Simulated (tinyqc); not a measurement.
Peak shift with the field.

The DLTS signal is S = C(t2) - C(t1), the change of the capacitance transient between two sampling times. Emission rate en = sn vth(T) Nc(T) exp(-Et/kB T) = sn g T^2 exp(-Et/kB T), g = vth Nc/(300 K)^2, as vth goes as T^0.5 and Nc as T^1.5 (degeneracy factor 1). For an exponential transient S peaks where en = ew = ln(t2/t1)/(t2 - t1). A Coulomb centre of charge +q (when empty) in the field F lowers its barrier by dE = sqrt(q F/(pi eps0 eps_r)) along the field. One-dimensional rate: en exp(b), b = dE/kB T; three-dimensional (Hartke): en {[1 + (b - 1) exp(b)]/b^2 + 1/2}. The peak temperatures solve rate = ew.

Parameters, values chosen for the exercise; material values close to those of germanium:
- eps_r = 15.7 (relative permittivity)
- Nc = 1.03e19 cm^-3 (conduction-band density of states at 300 K)
- vth = 3.3e7 cm/s (thermal velocity at 300 K)
- Et = 0.28 eV (depth of the trap below the conduction edge)
- sn = 3.1e-17 cm^2 (capture cross-section)
- t1 = 0.2 ms (first sampling time)
- t2 = 1 ms (second sampling time)

Constants: q = 1.602176634e-19 C, kB = 1.380649e-23 J/K, eps0 = 8.8541878128e-14 F/cm where lengths are in cm. Results are converted to the units shown.

Result of one run:
```
dE (meV)  T peak, one-dimensional (K)  T peak, three-dimensional (K)
44.51                           188.0                          203.1
```

Which field at the trap F gave this result: 4.4, 10, 23, 54 or 280 kV/cm?

F = 54 kV/cm.

The whole series:
```
F (kV/cm)  dE (meV)  T peak, one-dimensional (K)  T peak, three-dimensional (K)
1.9           8.349                        213.2                          216.8
4.4           12.71                        210.2                          215.6
10            19.15                        205.7                          213.5
23            29.05                        198.8                          209.9
54            44.51                        188.0                          203.1
120           66.35                        172.6                          191.5
280           101.4                        147.5                          169.4
```

dE grows as the square root of F, from 8.35 to 101 meV. The peak, at 218.9 K without field, moves down by 71.4 K (one-dimensional) or 49.5 K (three-dimensional) in the last row. A centre that is neutral when empty has no such long-range lowering, so the shift tells the charge state.

Computed by the program tinyqc: `OMP_NUM_THREADS=1 python tinyqc.py 2050046 2050047 out.jsonl`, one thread of a shared Intel Xeon 2.30GHz, about 0.01 s for the whole run.
